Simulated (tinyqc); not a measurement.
Thermionic-field emission through a Schottky barrier, WKB: one step of the calculation.

Metal on an n-type semiconductor with one parabolic valley; V > 0 is forward bias (metal positive). Energies E are counted from the conduction edge of the neutral semiconductor, whose Fermi level lies at -xi; that of the metal lies at -xi - V. The barrier is a parabola of height Vd = phi - xi - V (depletion approximation, no image force).

Question. Fermi level, barrier and E00. Nc = 2 (2 pi me m0 kB T/h^2)^1.5 (times 1e-6 for cm^-3); Nd = Nc F12(-xi/Vt), F12(x) = (2/sqrt(pi)) int_0^infinity sqrt(u)/(1 + exp(u - x)) du; E00 = (hbar/2) sqrt(Nd/(me m0 eps0 eps_r)) in SI units (volts). W = sqrt(2 eps0 eps_r Vd/(q Nd)).

Values chosen for this exercise; band and dielectric values those of a made-up semiconductor: temperature T = 250 K; electron mass me = 0.225 m0; relative permittivity eps_r = 8.24; barrier height seen from the metal phi = 0.53 eV; donor density Nd = 5.1e17 cm^-3; bias V = 0.12 V.

Constants: q = 1.602176634e-19 C, kB = 1.380649e-23 J/K, hbar = 1.054571817e-34 J s, h = 6.62607015e-34 J s, m0 = 9.1093837015e-31 kg, Vt = kB T/q, eps0 = 8.8541878128e-14 F/cm where lengths are in cm. Results are converted to the units shown.

Give: Nc; xi; Vd; W; E00; E00/Vt.

Answer.

Nc = 2.0374e18 cm^-3
xi = 0.027938 eV
Vd = 0.38206 V
W = 26.120 nm
E00 = 9.7377 meV
E00/Vt = 0.45201

By a common rule of thumb, E00/Vt below 0.5 marks thermionic emission, 0.5 to 5 thermionic-field emission and above 5 field emission. By that rule alone: thermionic emission; with a high barrier, tunnelling near its top can carry most of the current even below 0.5.

Range of the model: The depletion approximation, a parabolic band and the neglect of image-force lowering make these currents estimates at high doping.

Numbers from tinyqc (`OMP_NUM_THREADS=1 python tinyqc.py 2640131 2640132 out.jsonl`; about 0.05 s on one thread of a shared Intel Xeon 2.30GHz).
